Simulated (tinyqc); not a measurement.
Hubbard chain of 3 sites, step by step. One step of it, computed by the program tinyqc.

Task: The many-body Hamiltonian. Basis: all placements (u, d, 2, 0 on each site), up operators ordered before down ones; hops carry the sign of the same-spin electrons passed.

one-body matrix (hopping and site energies) (eV):
```
           1          2          3
1  -0.510000  -1.320000   0.000000
2  -1.320000   0.410000  -1.320000
3   0.000000  -1.320000  -0.280000
```

U = 10.600000 eV

electrons, up and down: 2  1

Give: H.

Result:

H (eV):
```
         2u0      u20      uud      20u      udu      u02      duu      02u
2u0   9.9900  -1.3200   0.0000  -1.3200   0.0000   0.0000   0.0000   0.0000
u20  -1.3200  10.9100  -1.3200   0.0000  -1.3200   0.0000   0.0000   0.0000
uud   0.0000  -1.3200  -0.3800   0.0000   0.0000  -1.3200   0.0000   0.0000
20u  -1.3200   0.0000   0.0000   9.3000  -1.3200   0.0000  -1.3200   0.0000
udu   0.0000  -1.3200   0.0000  -1.3200  -0.3800  -1.3200   0.0000  -1.3200
u02   0.0000   0.0000  -1.3200   0.0000  -1.3200   9.5300   0.0000   0.0000
duu   0.0000   0.0000   0.0000  -1.3200   0.0000   0.0000  -0.3800  -1.3200
02u   0.0000   0.0000   0.0000   0.0000  -1.3200   0.0000  -1.3200  11.1400
0u2   0.0000   0.0000   0.0000   0.0000   0.0000  -1.3200   0.0000  -1.3200

         0u2
2u0   0.0000
u20   0.0000
uud   0.0000
20u   0.0000
udu   0.0000
u02  -1.3200
duu   0.0000
02u  -1.3200
0u2  10.4500
```
